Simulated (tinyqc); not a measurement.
# Slope factor and drain-induced lowering from three currents

Problem. With source and body at 0 V, I = A exp((Vg + dd Vd)/(nf Vt)) (1 - exp(-Vd/Vt)). Find nf, the swing nf Vt ln 10 and dd.

Parameters, values chosen for the exercise:
```
symbol  value  unit      meaning
T         300     K  temperature
```

Constants: q = 1.602176634e-19 C, kB = 1.380649e-23 J/K, Vt = kB T/q. Results are converted to the units shown.

currents at (Vg, Vd) = (0, 0.05), (0, 0.8) and (0.06, 0.8) V (nA/um): [0.0045389948, 0.030606141, 0.14530778]

Answer. The pair at equal Vd gives nf; the pair at equal Vg, after dividing out the factors 1 - exp(-Vd/Vt), gives dd.

nf = 1.49
swing = 88.7 mV/decade
dd = 0.0900

Numbers from tinyqc (`OMP_NUM_THREADS=1 python tinyqc.py 2242271 2242272 out.jsonl`; about 0.03 s on one thread of a shared Intel Xeon 2.30GHz).
